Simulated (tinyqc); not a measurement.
RHF in the sto-3g basis, for BeH2, spin multiplicity 1, step by step. One step of it, computed by the program tinyqc.

Question. Iteration 2: building the Fock matrix. J_ij = sum D_kl (ij|kl), K_ij = sum D_kl (ik|jl); F = H + J - 0.5 K; E = tr D H + tr D J / 2 - 0.25 tr D K + E_nn.

D after iteration 1, order 1Be 1s, 1Be 2s, 1Be 2px, 1Be 2py, 1Be 2pz, 2H 1s, 3H 1s:
```
[[2.063931, -0.177059, 0.000000, 0.000000, -0.017804, -0.185186, -0.185186],
 [-0.177059, 0.610731, 0.000000, 0.000000, 0.041706, 0.437973, 0.437973],
 [0.000000, 0.000000, 0.000000, 0.000000, 0.000000, 0.000000, 0.000000],
 [0.000000, 0.000000, 0.000000, 0.534179, 0.000000, 0.410326, -0.410326],
 [-0.017804, 0.041706, 0.000000, 0.000000, 0.002864, 0.030074, 0.030074],
 [-0.185186, 0.437973, 0.000000, 0.410326, 0.030074, 0.630956, 0.000578],
 [-0.185186, 0.437973, 0.000000, -0.410326, 0.030074, 0.000578, 0.630956]]
```

core Hamiltonian H = T + V (hartree), order 1Be 1s, 1Be 2s, 1Be 2px, 1Be 2py, 1Be 2pz, 2H 1s, 3H 1s:
```
[[-8.656275, -2.137057, 0.000000, 0.000000, -0.003698, -0.577765, -0.577765],
 [-2.137057, -2.840138, 0.000000, 0.000000, -0.030518, -1.293835, -1.293835],
 [0.000000, 0.000000, -2.294703, 0.000000, 0.000000, 0.000000, 0.000000],
 [0.000000, 0.000000, 0.000000, -2.525200, 0.000000, -1.323584, 1.323584],
 [-0.003698, -0.030518, 0.000000, 0.000000, -2.297170, -0.140531, -0.140531],
 [-0.577765, -1.293835, 0.000000, -1.323584, -0.140531, -2.230793, -0.133275],
 [-0.577765, -1.293835, 0.000000, 1.323584, -0.140531, -0.133275, -2.230793]]
```

Two-electron integrals (ij|kl) in chemists' order, unique and non-zero (hartree):
```
(11|11) 2.298831    (21|11) 0.392036    (21|21) 0.079539    (22|11) 0.570988
(22|21) 0.143041    (22|22) 0.417683    (31|31) 0.014607    (32|31) 0.021888
(32|32) 0.092265    (33|11) 0.569578    (33|21) 0.143083    (33|22) 0.417589
(33|33) 0.449859    (41|41) 0.014607    (42|41) 0.021888    (42|42) 0.092265
(43|43) 0.024249    (44|11) 0.569578    (44|21) 0.143083    (44|22) 0.417589
(44|33) 0.401360    (44|44) 0.449859    (51|51) 0.014607    (52|51) 0.021888
(52|52) 0.092265    (53|53) 0.024249    (54|54) 0.024249    (55|11) 0.569578
(55|21) 0.143083    (55|22) 0.417589    (55|33) 0.401360    (55|44) 0.401360
(55|55) 0.449859    (61|11) 0.103688    (61|21) 0.021016    (61|22) 0.038058
(61|33) 0.037780    (61|41) 0.001879    (61|42) 0.003506    (61|44) 0.038627
(61|51) 0.000194    (61|52) 0.000363    (61|54) 0.000088    (61|55) 0.037789
(61|61) 0.005832    (62|11) 0.226278    (62|21) 0.057380    (62|22) 0.179462
(62|33) 0.172967    (62|41) 0.007511    (62|42) 0.043904    (62|44) 0.192088
(62|51) 0.000777    (62|52) 0.004542    (62|54) 0.001978    (62|55) 0.173172
(62|61) 0.016748    (62|62) 0.109987    (63|31) 0.005581    (63|32) 0.025299
(63|43) 0.007841    (63|53) 0.000811    (63|63) 0.010859    (64|11) 0.232813
(64|21) 0.059811    (64|22) 0.196334    (64|33) 0.184727    (64|41) 0.012318
(64|42) 0.068655    (64|44) 0.219146    (64|51) 0.000697    (64|52) 0.004485
(64|54) 0.002749    (64|55) 0.184928    (64|61) 0.018353    (64|62) 0.137547
(64|64) 0.178941    (65|11) 0.024084    (65|21) 0.006187    (65|22) 0.020310
(65|33) 0.019110    (65|41) 0.000697    (65|42) 0.004485    (65|44) 0.021048
(65|51) 0.005653    (65|52) 0.025763    (65|54) 0.008042    (65|55) 0.020753
(65|61) 0.001899    (65|62) 0.014229    (65|64) 0.017388    (65|65) 0.012658
(66|11) 0.390895    (66|21) 0.100981    (66|22) 0.351596    (66|33) 0.326066
(66|41) 0.016404    (66|42) 0.120378    (66|44) 0.401563    (66|51) 0.001697
(66|52) 0.012453    (66|54) 0.007810    (66|55) 0.326874    (66|61) 0.030441
(66|62) 0.267551    (66|64) 0.356864    (66|65) 0.036917    (66|66) 0.774606
(71|11) 0.103688    (71|21) 0.021016    (71|22) 0.038058    (71|33) 0.037780
(71|41) -0.001879   (71|42) -0.003506   (71|44) 0.038627    (71|51) 0.000194
(71|52) 0.000363    (71|54) -0.000088   (71|55) 0.037789    (71|61) 0.005317
(71|62) 0.014145    (71|64) 0.014125    (71|65) 0.001612    (71|66) 0.024474
(71|71) 0.005832    (72|11) 0.226278    (72|21) 0.057380    (72|22) 0.179462
(72|33) 0.172967    (72|41) -0.007511   (72|42) -0.043904   (72|44) 0.192088
(72|51) 0.000777    (72|52) 0.004542    (72|54) -0.001978   (72|55) 0.173172
(72|61) 0.014145    (72|62) 0.060295    (72|64) 0.059364    (72|65) 0.007679
(72|66) 0.109292    (72|71) 0.016748    (72|72) 0.109987    (73|31) 0.005581
(73|32) 0.025299    (73|43) -0.007841   (73|53) 0.000811    (73|63) 0.004878
(73|73) 0.010859    (74|11) -0.232813   (74|21) -0.059811   (74|22) -0.196334
(74|33) -0.184727   (74|41) 0.012318    (74|42) 0.068655    (74|44) -0.219146
(74|51) -0.000697   (74|52) -0.004485   (74|54) 0.002749    (74|55) -0.184928
(74|61) -0.014125   (74|62) -0.059364   (74|64) -0.055487   (74|65) -0.007435
(74|66) -0.105238   (74|71) -0.018353   (74|72) -0.137547   (74|74) 0.178941
(75|11) 0.024084    (75|21) 0.006187    (75|22) 0.020310    (75|33) 0.019110
(75|41) -0.000697   (75|42) -0.004485   (75|44) 0.021048    (75|51) 0.005653
(75|52) 0.025763    (75|54) -0.008042   (75|55) 0.020753    (75|61) 0.001612
(75|62) 0.007679    (75|64) 0.007435    (75|65) 0.005833    (75|66) 0.014287
(75|71) 0.001899    (75|72) 0.014229    (75|74) -0.017388   (75|75) 0.012658
(76|11) 0.022617    (76|21) 0.005593    (76|22) 0.015754    (76|33) 0.015485
(76|44) 0.016236    (76|51) 0.000147    (76|52) 0.000697    (76|55) 0.015532
(76|61) 0.001497    (76|62) 0.006982    (76|64) 0.007762    (76|65) 0.000985
(76|66) 0.014096    (76|71) 0.001497    (76|72) 0.006982    (76|74) -0.007762
(76|75) 0.000985    (76|76) 0.000610    (77|11) 0.390895    (77|21) 0.100981
(77|22) 0.351596    (77|33) 0.326066    (77|41) -0.016404   (77|42) -0.120378
(77|44) 0.401563    (77|51) 0.001697    (77|52) 0.012453    (77|54) -0.007810
(77|55) 0.326874    (77|61) 0.024474    (77|62) 0.109292    (77|64) 0.105238
(77|65) 0.014287    (77|66) 0.198295    (77|71) 0.030441    (77|72) 0.267551
(77|74) -0.356864   (77|75) 0.036917    (77|76) 0.014096    (77|77) 0.774606
```

nuclear repulsion = 3.35497334 hartree

Give: Coulomb J; exchange K; Fock matrix F; total energy of this density.

Answer.

Coulomb J (hartree), order 1Be 1s, 1Be 2s, 1Be 2px, 1Be 2py, 1Be 2pz, 2H 1s, 3H 1s:
```
[[6.458, 1.256, 0.000, 0.000, 0.006, 0.335, 0.335],
 [1.256, 2.662, 0.000, 0.000, 0.041, 1.198, 1.198],
 [0.000, 0.000, 2.587, 0.000, 0.000, 0.000, 0.000],
 [0.000, 0.000, 0.000, 2.798, 0.000, 1.343, -1.343],
 [0.006, 0.041, 0.000, 0.000, 2.590, 0.145, 0.145],
 [0.335, 1.198, 0.000, 1.343, 0.145, 2.508, 0.105],
 [0.335, 1.198, 0.000, -1.343, 0.145, 0.105, 2.508]]
```

exchange K (hartree), order 1Be 1s, 1Be 2s, 1Be 2px, 1Be 2py, 1Be 2pz, 2H 1s, 3H 1s:
```
[[4.633, 0.815, 0.000, 0.000, -0.001, 0.222, 0.222],
 [0.815, 0.902, 0.000, 0.000, 0.073, 0.640, 0.640],
 [0.000, 0.000, 0.159, 0.000, 0.000, 0.000, 0.000],
 [0.000, 0.000, 0.000, 1.016, 0.000, 0.704, -0.704],
 [-0.001, 0.073, 0.000, 0.000, 0.166, 0.068, 0.068],
 [0.222, 0.640, 0.000, 0.704, 0.068, 1.177, 0.045],
 [0.222, 0.640, 0.000, -0.704, 0.068, 0.045, 1.177]]
```

Fock matrix F (hartree), order 1Be 1s, 1Be 2s, 1Be 2px, 1Be 2py, 1Be 2pz, 2H 1s, 3H 1s:
```
[[-4.514, -1.288, 0.000, 0.000, 0.003, -0.354, -0.354],
 [-1.288, -0.629, 0.000, 0.000, -0.026, -0.415, -0.415],
 [0.000, 0.000, 0.213, 0.000, 0.000, 0.000, 0.000],
 [0.000, 0.000, 0.000, -0.235, 0.000, -0.333, 0.333],
 [0.003, -0.026, 0.000, 0.000, 0.210, -0.030, -0.030],
 [-0.354, -0.415, 0.000, -0.333, -0.030, -0.311, -0.051],
 [-0.354, -0.415, 0.000, 0.333, -0.030, -0.051, -0.311]]
```

total energy of this density = -15.55757 hartree
